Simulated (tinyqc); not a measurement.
Electrons shared among three sets of ellipsoidal valleys, step by step. Values are carried at full precision from step to step, so a last printed digit may differ when a step is redone from the rounded ones.

Constants: hbar^2/2m0 = 3.80998211 eV angstrom^2; kB = 8.617333262e-05 eV/K.

Inputs chosen for the exercise (masses and offsets near those of Si; mobilities are free inputs, held fixed; not measured data): ml = (0.945, 0.945, 1.711) m0 (longitudinal masses of Delta2, Delta4, L); mt = (0.192, 0.192, 0.122) m0 (transverse masses); M = (2, 4, 4) (valleys in each set); T = 400 K; dE = (0, 0.085, 1.033) eV (edges of Delta2, Delta4, L above the first, the first two split by strain); n = 1e+18 1/cm^3 (total electron density); mu = (1600, 1000, 440) cm^2/(V s) (mobility of each set, for current in the plane normal to the Delta2 axis).

## Masses of each set

One valley: m_d = (ml mt^2)^(1/3). Whole set: m_de = M^(2/3) m_d. Mean over three axes: 1/m_c = (1/ml + 2/mt)/3. Anisotropy K = ml/mt.

m_d, m_de, m_c (m0) and K of each set:

| set | m_d | m_de | m_c | K |
|---|---|---|---|---|
| Delta2 | 0.3266 | 0.5184 | 0.2614 | 4.92 |
| Delta4 | 0.3266 | 0.8230 | 0.2614 | 4.92 |
| L | 0.2942 | 0.7414 | 0.1767 | 14.02 |

m_de/m_c is 1.98 for Delta2, 3.15 for Delta4, 4.20 for L: many anisotropic valleys give many states at a light conductivity mass. m_c is the mean over three axes; a set that holds only some of the equivalent valleys conducts with a mass that depends on direction.

## Effective densities of states

N_i = M_i times N = 2 (m kB T/(4 pi c))^(3/2) with c = hbar^2/2m0, in 1/angstrom^3; times 1e24 for 1/cm^3, with m = (ml mt^2)^(1/3).

kT = 0.034469 eV

N_i (1/cm^3): Delta2 1.4422e+19, Delta4 2.8844e+19, L 2.4662e+19

## Fermi level and populations

F_j(eta) = (1/Gamma(j + 1)) integral_0^infinity x^j dx/(1 + exp(x - eta)), which tends to exp(eta) for eta << 0.

Solve n = sum_i N_i F_1/2((EF - dE_i)/kT), energies from the edge of the first set.

EF = -0.0968 eV

eta_i: Delta2 -2.81, Delta4 -5.27, L -32.78

n_i (1/cm^3): Delta2 8.52e+17, Delta4 1.48e+17, L 1.44e+05

shares: Delta2 0.8524, Delta4 0.1476, L 0.0000

Delta2 holds most electrons (85.2 %). Boltzmann weights N_i exp(-dE_i/kT) would give Delta4 a share of 0.1452.

## Drift and Hall mobility of the mixture

With f_i the shares, mu_drift = sum f_i mu_i; low-field Hall mobility mu_H = sum f_i mu_i^2/mu_drift (scattering and anisotropy factors set to 1); the Hall density is n mu_drift/mu_H; rho = 1/(e n mu_drift), e = 1.602176634e-19 C.

mu_drift = 1511 cm^2/(V s)
mu_H = 1541 cm^2/(V s)
Hall density = 9.81e+17 1/cm^3
rho = 0.00413 ohm cm

A Hall measurement would read 98.1 % of the true density. The mobilities are of the size met in pure crystals; at this density impurities would cut them and raise rho, by a factor of two to ten or more depending on crystal and density.

## Checks

- Share of Delta4 at n = 1e10 1/cm^3 against the Boltzmann weight: both 0.1452.

Computed by tinyqc, a small Python program: `OMP_NUM_THREADS=1 python tinyqc.py 1682756 1682757 out.jsonl` (the numbers bound the seed that draws the inputs); one thread of a shared host (Intel(R) Xeon(R) Processor @ 2.30GHz), about 0.01 s for the whole set of steps.
